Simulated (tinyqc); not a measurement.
Inside a calculation: Lorentz oscillators and the Kramers-Kronig relations. Values are carried at full precision from step to step, so a last printed digit may differ when a step is redone from the rounded ones.

eps(E) = 1 + sum_j S_j/(E0_j^2 - E^2 - i G_j E).

Constants: hbar c = 1973.269805 eV angstrom; hbar^2/2m0 = 3.80998211 eV angstrom^2; e^2/(4 pi eps0) = 14.39964547 eV angstrom.

Parameters, chosen for this exercise: E0 = (4.71, 9.05) eV (resonances); G = (1.26, 2.3) eV (widths); S = (10.4, 67.9) eV^2 (strengths); E = 10.14 eV (photon energy); h = 0.8 eV (grid step); M = 40 (grid points E_j = j h); i = 14 (grid index at which eps1 is wanted).

## Dielectric function at one energy

Evaluate each oscillator and the sum.

terms: -0.1258+0.0199i  -1.4471+1.6135i

eps(E) = -0.5729+1.6334i
eps(0) = 2.2978

## Optical constants

n + i k = sqrt(eps1 + i eps2) with k >= 0; R = ((n - 1)^2 + k^2)/((n + 1)^2 + k^2) at normal incidence from vacuum; alpha = 2 E k/(hbar c), times 1e8 for 1/cm; loss function Im(-1/eps) = eps2/(eps1^2 + eps2^2).

Convert eps at the photon energy E into the optical constants.

n = 0.7609
k = 1.0733
R = 0.2843
alpha = 1.10e+06 1/cm
loss function = 0.5451
vacuum wavelength hc/E (hc = 1239.841984 eV nm) = 122.3 nm

The intensity falls to 1/e within 9.07 nm. eps1 is negative, so k exceeds n, as in a metal below its plasma energy; R is 0.28.

## Absorptive part on the grid

Tabulate eps2 at E_j = j h.

eps2(E_j), j = 1 .. M: 0.0414  0.0935  0.1771  0.3602  0.9647  1.8948  0.8692  0.7288  1.0526  1.9523  3.2355  2.5543  1.3054  0.6970  0.4163  0.2720  0.1898  0.1390  0.1057  0.0827  0.0663  0.0541  0.0449  0.0377  0.0321  0.0275  0.0239  0.0208  0.0183  0.0162  0.0144  0.0129  0.0116  0.0104  0.0094  0.0086  0.0078  0.0071  0.0065  0.0060

## eps1 at one grid point

Kramers-Kronig: eps1(E) = 1 + (2/pi) P integral_0^infinity E1 eps2(E1)/(E1^2 - E^2) dE1. Maclaurin rule on the grid E_j = j h, j = 1 .. M: eps1(E_i) = 1 + (4 h/pi) sum over j with j - i odd of E_j eps2(E_j)/(E_j^2 - E_i^2); nothing is added above E_M.

List the terms E_j eps2_j/(E_j^2 - E_i^2) for j - i odd, add them and form eps1.

terms in order of j (1/eV): -0.0003  -0.0036  -0.0353  -0.0517  -0.1030  -0.5932  -0.7856  0.2691  0.0434  0.0152  0.0071  0.0039  0.0023  0.0015  0.0010  0.0007  0.0005  0.0004  0.0003  0.0002

sum = -1.227 1/eV
eps1(E_i) = -0.250

The oscillator formula gives -0.254 at E_i = 11.2 eV. The rule samples every 2h = 1.6 eV against a narrowest width of 1.26 eV and stops at 32 eV; coarse sampling and the missing tail make the difference.

## The f-sum on the grid

W(E_M) = (2/pi) h sum_j E_j eps2_j, with half weight on the last point; the full integral equals sum S_j = (hbar omega_p)^2, and the electron density follows from (hbar omega_p)^2 = 8 pi c (e^2/(4 pi eps0)) N with c = hbar^2/2m0.

W(E_M) = 74.85 eV^2
sum S = 78.30 eV^2
share reached on this grid (a step near the line widths can inflate it) = 0.956
hbar omega_p = 8.849 eV
N = 5.68e+22 1/cm^3

## Checks

- The value of eps1 at 10.185 eV from a fine, long grid (with the tail of eps2 ~ 1/E^3 added) against the oscillator formula: both -0.570.

tinyqc: `OMP_NUM_THREADS=1 python tinyqc.py 1680141 1680142 out.jsonl`; about 0.2 s, one thread, shared Intel(R) Xeon(R) Processor @ 2.30GHz.
